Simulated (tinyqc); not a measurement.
## Threshold-voltage variability of a planar MOSFET, analytic estimates: a gate of 6 grains

Three independent sources add in quadrature: random dopants in the depleted layer, metal-gate grains of two orientations, and roughness of the two gate edges acting through the roll-off VT = VT(long) - Vr exp(-L/l). These are first-order estimates: no three-dimensional electrostatics, no percolation.

Each of 6 equal grains has the higher work function with probability p; the threshold shift is dW (j/6 - p) for j such grains, and the off current changes by exp(-shift/(n Vt)).

Inputs (values chosen for the exercise); material values close to those of silicon:
```
symbol  value  unit                                                 meaning
T         325     K                                             temperature
dW        0.1    eV  work-function difference of the two grain orientations
p         0.4              share of the orientation of higher work function
n        1.37                                           subthreshold factor
```

Constants: q = 1.602176634e-19 C, kB = 1.380649e-23 J/K, Vt = kB T/q. Results are converted to the units shown.

Distribution:

| j | probability | shift (mV) | Ioff factor | probability x factor |
|---|---|---|---|---|
| 0 | 0.046656 | -40.000 | 2.8363 | 0.13233 |
| 1 | 0.18662 | -23.333 | 1.8370 | 0.34283 |
| 2 | 0.31104 | -6.667 | 1.1898 | 0.37006 |
| 3 | 0.27648 | 10.000 | 0.77057 | 0.21305 |
| 4 | 0.13824 | 26.667 | 0.49907 | 0.068991 |
| 5 | 0.036864 | 43.333 | 0.32323 | 0.011916 |
| 6 | 0.0040960 | 60.000 | 0.20934 | 8.5747e-4 |

The standard deviation is dW sqrt(p (1 - p)/6) = 20.0 mV. The mean off current is 1.14 times the nominal one; the log-normal formula exp(s^2/(2 (n Vt)^2)) gives 1.15. Devices with j = 2, 31 % of all, carry 32 % of the mean leakage.

Numbers from tinyqc (`OMP_NUM_THREADS=1 python tinyqc.py 2090030 2090031 out.jsonl`; about 0.01 s on one thread of a shared Intel Xeon 2.30GHz).
